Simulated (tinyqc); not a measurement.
## Threshold-voltage variability of a planar MOSFET, analytic estimates: a gate of 8 grains

Three independent sources add in quadrature: random dopants in the depleted layer, metal-gate grains of two orientations, and roughness of the two gate edges acting through the roll-off VT = VT(long) - Vr exp(-L/l). These are first-order estimates: no three-dimensional electrostatics, no percolation.

Each of 8 equal grains has the higher work function with probability p; the threshold shift is dW (j/8 - p) for j such grains, and the off current changes by exp(-shift/(n Vt)).

Inputs (values chosen for the exercise); material values close to those of silicon:
- T = 300 K (temperature)
- dW = 0.2 eV (work-function difference of the two grain orientations)
- p = 0.4 (share of the orientation of higher work function)
- n = 1.41 (subthreshold factor)

Constants: q = 1.602176634e-19 C, kB = 1.380649e-23 J/K, Vt = kB T/q. Results are converted to the units shown.

Distribution:
```
j	probability	shift (mV)	Ioff factor	probability x factor
0	0.016796	-80.00	8.9774	0.15079
1	0.089580	-55.00	4.5216	0.40504
2	0.20902	-30.00	2.2774	0.47601
3	0.27869	-5.00	1.1470	0.31967
4	0.23224	20.00	0.57771	0.13417
5	0.12386	45.00	0.29097	0.036041
6	0.041288	70.00	0.14655	0.0060508
7	0.0078643	95.00	0.073813	5.8049e-4
8	6.5536e-4	120.00	0.037177	2.4364e-5
```

What does the comparison show?

The standard deviation is dW sqrt(p (1 - p)/8) = 34.6 mV. The mean off current is 1.53 times the nominal one; the log-normal formula exp(s^2/(2 (n Vt)^2)) gives 1.57. Devices with j = 2, 21 % of all, carry 31 % of the mean leakage.

Numbers from tinyqc (`OMP_NUM_THREADS=1 python tinyqc.py 2090074 2090075 out.jsonl`; about 0.01 s on one thread of a shared Intel Xeon 2.30GHz).
